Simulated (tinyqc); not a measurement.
Thermal and gravitational stress in a wafer during furnace and rapid thermal processing, and the onset of slip. From lag of the centre back to ramp rate. Computed by tinyqc, a small Python program. Command: `OMP_NUM_THREADS=1 python tinyqc.py 3012123 3012124 out.jsonl slip inv`. One thread of a shared host (Intel(R) Xeon(R) Processor @ 2.30GHz), about 0.01 s of CPU time with the checks.

A thin free disc in plane stress, isotropic; T(r) = T_centre + dT (r/R)^n. Stress is positive in tension; sigma_SB = 5.670374419e-8 W/(m^2 K^4), g = 9.80665 m/s^2.

Inputs (values chosen for the exercise, modelled on silicon):

| quantity | value | unit |
|---|---|---|
| wafer radius R | 150 | mm |
| thickness t | 775 | micrometre |
| Young's modulus E | 145 | GPa |
| expansion alpha | 4.1 | 1e-6/K |
| temperature T | 1075 | K |
| prefactor A of the critical stress | 0.0003 | MPa |
| energy U of the critical stress | 1.05 | eV |
| density rho | 2330 | kg/m^3 |
| heat capacity c | 941 | J/(kg K) |
| conductivity k | 25.7 | W/(m K) |
| wafer spacing s | 10 | mm |

Constants: k_B = 8.617333262e-05 eV/K.

Method. Critical resolved stress tau_c = A exp(U/(k_B T)), a form chosen for the exercise; slip when 0.492799 |s_tt(R)| > tau_c; allowed |dT| = tau_c (n + 2)/(0.492799 n alpha E). In a stack heated from the rim, heat flows inward by conduction and by radiation between wafers: k_eff = k + (16/3) sigma_SB T^3 s^2/t (a diffusion estimate with the spacing as path length). A steady ramp gives the parabolic lag dT = rho c (ramp) R^2/(4 k_eff); the allowed ramp uses n = 2.

Question. A run gave the result below. Find the ramp rate, known to lie between 2.4 and 8.4 K/min.

lag of the centre = 12.18997 K

Answer.

Each step takes the trial c = (a f_b - b f_a)/(f_b - f_a), f being the result less the target and a, b, c the logarithms of the listed values; c replaces end b, the old b replaces a if the sign of f changed, and otherwise f_a is halved.

Scan of the range:

| ramp rate (K/min) | lag of the centre (K) |
|---|---|
| 2.40 | 6.6506 |
| 2.96 | 8.2024 |
| 3.64 | 10.0867 |
| 4.49 | 12.4421 |
| 5.53 | 15.3241 |
| 6.82 | 18.8987 |
| 8.40 | 23.2770 |

False position (Illinois rule, in the logarithm of the input) inside the bracket:

| step | end a | end b | trial | lag of the centre (K) |
|---|---|---|---|---|
| 1 | 3.64000 | 4.49000 | 4.39024 | 12.1657 |
| 2 | 4.49000 | 4.39024 | 4.39891 | 12.1897 |
| 3 | 4.49000 | 4.39891 | 4.39909 | 12.1902 |
| 4 | 4.39891 | 4.39909 | 4.39900 | 12.1900 |

lag of the centre rises at every point of a 13-point scan of the range (every second point is shown), so one value fits; it is bracketed by 3.64 and 4.49. The scan shows a pure power law with exponent 1.000, so scaling from any one row also gives the answer directly. Answer: ramp rate = 4.399 K/min.
